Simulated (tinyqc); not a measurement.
Low-temperature mobility of a two-dimensional electron gas with static screening: one step, computed by the program tinyqc.

One subband is filled, the gas is degenerate and scatters at the Fermi circle; one permittivity serves on both sides of the interface. All formulas are in SI units, masses times m_0. Piezoelectric and polar phonons are left out, and n_s is taken as set by a gate, independent of N_i.

Question. Interface roughness. Form factors with u = q/b: screening G(q) = [1 + 9u/8 + 3u^2/8]/(1 + u)^3, remote charge P(q) = exp(-q d)/(1 + u)^3. Dielectric function eps(q) = 1 + q_TF G(q)/q, with q = 2 k_F sin(theta/2). Roughness: <|U|^2> = (e F)^2 S(q), S = pi Delta^2 Lambda^2 exp(-q^2 Lambda^2/4). 1/tau_t = (m/(pi hbar^3)) int_0^pi (1 - cos theta) <|U|^2>/eps(q)^2 dtheta; the quantum rate 1/tau_q drops the factor (1 - cos theta); 200 Gauss-Legendre points in s with theta = pi s^2, s from 0 to 1; mu = e tau_t/m.

Inputs (values chosen for the exercise, modelled on an InAs channel):
```
quantity,value,unit
in-plane mass m,0.0296,m_0
mass across the layer m_z,0.0306,m_0
permittivity eps,15.3,-
roughness height Delta,0.68,nm
correlation length Lambda,2.7,nm
remote charge density N_i,1.6e+11,1/cm^2
distance d of the charges from the interface,19,nm
```

Wave function: Fang-Howard. Roughness spectrum: Gaussian.

k_F = 0.5878564 1/nm

b = 0.4816573 1/nm

q_TF = 0.07311881 1/nm

effective field F = 0.3335180 MV/cm

Constants: m_0 = 9.1093837015e-31 kg; hbar = 1.054571817e-34 J s; e = 1.602176634e-19 C; eps_0 = 8.8541878128e-12 F/m.

Give: tau_t, roughness; tau_q, roughness; roughness mobility; tau_t/tau_q, roughness.

Answer.

tau_t, roughness = 0.79217 ps

tau_q, roughness = 0.45861 ps

roughness mobility = 47071 cm^2/(V s)

tau_t/tau_q, roughness = 1.7273

k_F Lambda = 1.59. Caution: E_F exceeds 100 meV in a band of small mass, where non-parabolicity and upper valleys, left out here, matter. Caution: E_F exceeds 1.1 (hbar^2 e^2 F^2/2 m_z)^(1/3), of the order of the first subband spacing (1.75 times that in a triangular well, less with self-consistent band bending), so a second subband may fill.
